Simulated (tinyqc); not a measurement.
## Off-state leakage of single and stacked transistors: leakage components against the threshold

n-channel devices of unit width. Subthreshold current I(Vg, Vs, Vd) = I0 (T/300 K)^0.5 exp[(Vg - Vs - VT(T) - gb (Vs - Vb) + dd (Vd - Vs))/(nf Vt)] (1 - exp(-(Vd - Vs)/Vt)), VT(T) = VT - cT (T - 300 K). Gate-edge tunnelling Ig (Vd/1 V) exp(ag (Vd - 1 V)), for a gate at 0 V, and band-to-band leakage Ab u exp(-Bb/u), u = Vd - Vb + 1 V, flow at a drain held at V; both are taken as independent of T. In a stack of off transistors (all gates at 0 V) the same subthreshold current passes through each.

One transistor with Vg = Vs = 0, Vd = V; stack factor I(one)/I(two in series).

Inputs (values chosen for the exercise); values of the order met in bulk silicon logic transistors: temperature T = 358 K; supply voltage V = 1.1 V; fall of the threshold with temperature cT = 0.5 mV/K; current at threshold at 300 K I0 = 0.54 uA/um; slope factor nf = 1.47; drain-induced lowering per volt dd = 0.09; rise of the threshold per volt of source-body bias gb = 0.17; gate-edge tunnelling current at 1 V Ig = 1e-5 uA/um; exponential slope of the gate current ag = 3.8 1/V; prefactor of band-to-band leakage at the drain Ab = 20 uA/(um V); its exponential voltage Bb = 28 V; body voltage Vb = 0 V.

Constants: q = 1.602176634e-19 C, kB = 1.380649e-23 J/K, Vt = kB T/q. Results are converted to the units shown.

The same in every row: gate edge (nA/um) = 0.016085; band-to-band (nA/um) = 0.068023; stack factor = 8.3289.

Results:
```
VT (V)	subthreshold (nA/um)	total (nA/um)	largest part
0.15	363.15	363.24	subthreshold
0.2	120.58	120.66	subthreshold
0.25	40.034	40.118	subthreshold
0.3	13.292	13.376	subthreshold
0.35	4.4134	4.4975	subthreshold
0.45	0.48653	0.57064	subthreshold
0.5	0.16154	0.24565	subthreshold
0.55	0.053635	0.13774	band-to-band
0.6	0.017808	0.10192	band-to-band
```

Estimate the missing row, VT = 0.4 V.

Computed row:
```
VT (V)	subthreshold (nA/um)	total (nA/um)	largest part
0.4	1.4653	1.5495	subthreshold
```

With this row back in the table: As VT goes from 0.15 to 0.6, the total leakage falls from 363 to 0.102 nA/um. The subthreshold part leads at VT = 0.15, the band-to-band part from 0.55 on. The reduction by a stack of two stays at 8.33, for the subthreshold part alone. For VT = 0.15, 0.2, 0.25 the gate is within about 3 nf Vt of threshold, where the exponential law overstates the current.

Numbers from tinyqc (`OMP_NUM_THREADS=1 python tinyqc.py 2242076 2242077 out.jsonl`; about 0.04 s on one thread of a shared Intel Xeon 2.30GHz).
